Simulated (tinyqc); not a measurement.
Keating valence-force model of a tetrahedral crystal: one step, computed by the program tinyqc.

Atom A sits at 0 and atom B at a/4 (1,1,1) of an fcc lattice; the four bonds from A are t = a/4 (1,1,1), a/4 (1,-1,-1), a/4 (-1,1,-1), a/4 (-1,-1,1), of length d = sqrt(3) a/4. Energy: E = (3 alpha/(8 d^2)) sum over bonds (r.r - d^2)^2 + (3 beta/(8 d^2)) sum over pairs of bonds at one atom (r_i.r_j + d^2/3)^2, with beta_A for the six pairs at A and beta_B for the six at B. The cell holds two atoms, Omega = a^3/4. 1 N/m = 1 J/m^2.

Problem. Optical mode at the zone centre. beta = (beta_A + beta_B)/2; mu = M_A M_B/(M_A + M_B); lambda = 4 (alpha + beta)/mu with the springs in eV/angstrom^2; nu = 15.6333042 THz x sqrt(lambda).

Inputs (values chosen for the exercise, for a model crystal):

| quantity | value | unit |
|---|---|---|
| mass M_A | 23.5 | u |
| mass M_B | 65.9 | u |
| bond stretching alpha | 128 | N/m |
| bond bending beta_A | 32.2 | N/m |
| bond bending beta_B | 31.1 | N/m |

Structure: zinc blende.

Constants: nu for 1 eV/(angstrom^2 u) = 15.6333042 THz; 1 eV/angstrom^2 = 16.02176634 J/m^2; 1 THz = 33.35640952 1/cm.

Give: reduced mass mu; nu_TO at G; the same as a wavenumber.

Solution.

reduced mass mu = 17.32 u

nu_TO at G = 23.71 THz

the same as a wavenumber = 791.0 1/cm
